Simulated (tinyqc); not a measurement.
# Undoped gate-all-around wire MOSFET, analytic charge model: what changes with what

An undoped round wire of radius R under an insulator shell and a surrounding gate; long channel, electrons only, n = ni exp((psi - V)/Vt) with V the quasi-Fermi potential (0 at the source, Vd at the drain), constant mobility, no quantisation. The radial Poisson equation gives n(r) = n(0)/(1 - (1 - b) r^2/R^2)^2 with b = Q0/(Q + Q0). Q is the electron charge per area of the wire surface.

Values chosen for this exercise; material values close to those of silicon:
```
symbol    value        unit                                             meaning
T           300           K                                         temperature
Eg          1.1          eV                                            band gap
eps_r      11.8                      relative permittivity of the semiconductor
Nc      2.82e19       cm^-3              conduction-band density of states at T
Nv      2.66e19       cm^-3                 valence-band density of states at T
eox         3.8                     relative permittivity of the gate insulator
tox         3.2          nm                                 insulator thickness
R            10          nm                                         wire radius
dphi       0.24           V  gate work function less that of the intrinsic body
mu          240  cm^2/(V s)                                    channel mobility
L             1          um                                         gate length
Vd          0.1           V                                       drain voltage
```

Constants: q = 1.602176634e-19 C, kB = 1.380649e-23 J/K, Vt = kB T/q, eps0 = 8.8541878128e-14 F/cm where lengths are in cm. Results are converted to the units shown.

Each table varies one quantity; the others keep the values above.

## Effect of the wire radius

ni = sqrt(Nc Nv) exp(-Eg/(2 Vt)), Eg in volts; Cox = eps0 eox/(R ln(1 + tox/R)); Q0 = 4 eps0 eps_r Vt/R; V0 = dphi + Vt ln[8 eps0 eps_r Vt/(q ni R^2)]. Q solves Vg - V0 - V = Q/Cox + Vt ln(Q/Q0) + Vt ln(1 + Q/Q0). I = mu (2 pi R/L)[2 Vt (Qs - Qd) + (Qs^2 - Qd^2)/(2 Cox) + Vt Q0 ln((Qd + Q0)/(Qs + Q0))], with Qs at V = 0 and Qd at V = Vd.  I(low) is taken at Vg = 0.46 V, Qs and I(high) at Vg = 1.21 V.

Results:
```
R (nm),V0 (V),I(low) (nA),Qs(high) (nC/cm^2),I(high) (uA)
3.3,0.7695,2.607e-4,598.7,0.2643
4.7,0.7512,5.289e-4,557.1,0.3511
6.5,0.7344,0.001012,528.5,0.4614
9.1,0.7170,0.001983,506.2,0.6196
18,0.6818,0.007756,477.4,1.158
25,0.6648,0.01496,468.9,1.581
```

Estimate the missing row, R = 13 nm.

Computed row:
```
R (nm),V0 (V),I(low) (nA),Qs(high) (nC/cm^2),I(high) (uA)
13,0.6986,0.004046,488.9,0.8559
```

With this row back in the table: As R goes from 3.3 to 25 nm, I(low) rises from 2.61e-4 to 0.0150 nA and I(high) rises from 0.264 to 1.58 uA. On average I(low) goes as R^(2.00) and I(high) goes as R^(0.88). Below threshold the charge is proportional to the cross-section of the body; above it the insulator sets the charge. In every row the surface density at the source at the higher gate voltage passes 0.3 Nc, where Boltzmann statistics fail. For R = 3.3 to 4.7 nm the body is thin enough for quantum confinement, left out here, to raise the threshold.

## Effect of the gate work function less that of the intrinsic body

Same model as above.

Effect of the gate work function less that of the intrinsic body:
```
dphi (V),V0 (V),I(low) (nA),Qs(high) (nC/cm^2),I(high) (uA)
0.09,0.56216,0.76077,666.40,0.92126
0.14,0.61216,0.11387,610.86,0.83815
0.19,0.66216,0.016549,555.73,0.75574
0.24,0.71216,0.0023941,501.07,0.67419
0.29,0.76216,3.4612e-4,446.97,0.59365
0.34,0.81216,5.0035e-5,393.54,0.51434
0.39,0.86216,7.2329e-6,340.92,0.43656
```

Read the table: what changes, and by how much?

As dphi goes from 0.09 to 0.39 V, I(low) falls from 0.761 to 7.23e-6 nA and I(high) falls from 0.921 to 0.437 uA. V0 rises from 0.562 to 0.862 V. In every row the surface density at the source at the higher gate voltage passes 0.3 Nc, where Boltzmann statistics fail.

tinyqc, about 0.02 s, one thread, Intel Xeon 2.30GHz (shared host): `OMP_NUM_THREADS=1 python tinyqc.py 2460041 2460042 out.jsonl`
